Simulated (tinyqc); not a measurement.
One-dimensional ballistic tunnel FET, two-band WKB: two steps of the calculation.

A p-type source for x < 0 with its Fermi level at 0 and its valence edge at ds; in the channel the bands fall as D exp(-x/lam) towards their flat values, with the conduction edge at Ec = ds - dP and D = dP + Eg. The gate moves dP one to one. The drain Fermi level lies at -Vd and the drain side reflects nothing. For w = E - Ec between 0 and dP an electron crosses the gap. Two-band dispersion with equal masses m: inside the gap kappa = sqrt(m u (1 - u/Eg)/C), u the distance from a band edge, C = hbar^2/(2 m0).

Parameters, values chosen for the exercise; band and dielectric values close to those of In0.53Ga0.47As: band gap Eg = 0.738 eV; band-edge mass of the two-band model m = 0.048 m0; screening length of the source junction lam = 3.2 nm; tunnelling window Ev(source) - Ec(channel) dP = 0.2 eV; energy above the channel conduction edge w0 = 0.12 eV; cells of the path nc = 6.

Constants: q = 1.602176634e-19 C, hbar = 1.054571817e-34 J s, m0 = 9.1093837015e-31 kg, hbar^2/(2 m0) = 0.0380998212 eV nm^2. Results are converted to the units shown.

Task 1. The path through the gap by the midpoint rule. At w = w0 the path runs from xa = lam ln(D/(w + Eg)) to xb = lam ln(D/w); u(x) = w + Eg - D exp(-x/lam) is the height above the valence edge. Cut it into nc equal cells: S = 2 (cell width) times the sum of kappa at the centres.

Give: xa; xb; x; u; kappa; S.

Result 1.

xa = 0.2853 nm
xb = 6.580 nm

```
cell  x (nm)  u (eV)  kappa (1/nm)
0      0.810  0.1297        0.3670
1      1.859  0.3333        0.4799
2      2.908  0.4800        0.4598
3      3.957  0.5856        0.3903
4      5.006  0.6618        0.2935
5      6.055  0.7166        0.1617
```

S = 4.516

Task 2. The exponent in closed form. S(w) = 2 lam int_0^Eg kappa(u) du/(w + Eg - u) = 2 pi lam sqrt(m/(C Eg)) [w + Eg/2 - sqrt(w (w + Eg))], T(w) = exp(-S). The common triangular estimate is S = (4/3) lam sqrt(m/C) Eg^1.5/(dP + Eg) for all w.

Find: S(w0); T(w0); triangular S.

Result 2.

S(w0) = 4.4167
T(w0) = 0.012074
triangular S = 3.2369

Computed by the program tinyqc: `OMP_NUM_THREADS=1 python tinyqc.py 2620003 2620004 out.jsonl`, one thread of a shared Intel Xeon 2.30GHz, about 0.01 s for the whole run.
